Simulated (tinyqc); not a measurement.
Equilibrium crystal shape, supported particles, Gibbs-Thomson effect and coarsening: one step, computed by the program tinyqc. Command: `OMP_NUM_THREADS=1 python tinyqc.py 3015329 3015330 out.jsonl wulff walk`. One thread of a shared host (Intel(R) Xeon(R) Processor @ 2.30GHz), about 0.04 s of CPU time with the checks.

A cubic crystal bounded by {100}, {110} and {111} facets only.

Task: Gibbs-Thomson solubility and coarsening. Spherical precipitates of nearly pure solute with atomic volume Omega: x(r) = x_inf exp(l/r), l = 2 gamma_i Omega/(k_B T). Diffusion-limited coarsening at small volume fraction (Lifshitz-Slyozov-Wagner): r^3 = r0^3 + K t, K = (4/9) D x_inf l; the number density falls as (r0/r)^3. The steady size distribution is assumed from the start, and D and x_inf are inputs that do not follow T.

Inputs (values chosen for the exercise, for a model metal):
```
quantity                                value   unit
temperature T                             875      K
precipitate interface energy gamma_i     0.33  J/m^2
solubility x_inf at a flat interface    0.014      -
diffusivity D                         3.2e-19  m^2/s
mean radius at the start r0                14     nm
time t                                 500000      s
```

Omega = 21.4375 angstrom^3

Constants: k_B = 1.380649e-23 J/K.

Give: capillary length l; x(r0)/x_inf; rate constant K; mean radius at t; number density over its start.

Result:

capillary length l = 1.171 nm

x(r0)/x_inf = 1.087

rate constant K = 0.002332 nm^3/s

mean radius at t = 15.75 nm

number density over its start = 0.7018

The time to double the radius is 7 r0^3/K = 8.2e6 s; t is 0.061 times that.
